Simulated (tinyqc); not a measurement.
Berg model of reactive sputtering of a nitride or oxide: poisoning, hysteresis and pumping speed: one step, computed by the program tinyqc. Command: `OMP_NUM_THREADS=1 python tinyqc.py 3031895 3031896 out.jsonl berg walk`. One thread of a shared host (Intel(R) Xeon(R) Processor @ 2.30GHz), about 0.08 s of CPU time with the checks.

A diatomic gas reacts with bare metal on the target and on the collecting surfaces; ions remove metal and compound from the target. theta_t and theta_c are the compound fractions.

Problem. Critical pumping speed. Ion flux j = J/e; gas flux F = P/sqrt(2 pi M k_B T). Target: (2/z) alpha F (1 - theta_t) = j Y_c theta_t. Sputtered flows F_c = j Y_c theta_t A_t, F_m = j Y_m (1 - theta_t) A_t. Collector: (2/z) alpha F (1 - theta_c) A_c + F_c (1 - theta_c) = F_m theta_c. Gas use Q = alpha F [(1 - theta_t) A_t + (1 - theta_c) A_c] + P S/(k_B T); 1 sccm = 4.4780e17 molecules/s. Rate R = F_m + F_c, given relative to j Y_m A_t. P is a single-valued function of the flow Q only if dQ/dP > 0 everywhere: S must exceed k_B T times the steepest fall of the surface terms with P.

Inputs (values chosen for the exercise, close to those used for titanium dioxide): ion current density J = 10 mA/cm^2; target area A_t = 52 cm^2; collecting area A_c = 1600 cm^2; metal yield Y_m = 0.56; compound yield Y_c = 0.027; sticking coefficient alpha = 0.2; reactive atoms per metal atom z = 2; gas mass M = 32 u; pumping speed S = 130 l/s; gas temperature T = 300 K.

Constants: e = 1.602176634e-19 C; u = 1.6605390666e-27 kg; k_B = 1.380649e-23 J/K.

Give: pressure of the steepest fall; critical pumping speed.

Solution.

pressure of the steepest fall = 0.00510 Pa

critical pumping speed = 173 l/s

S is 0.75 times the critical value: the flow curve is S-shaped and flow control shows hysteresis.
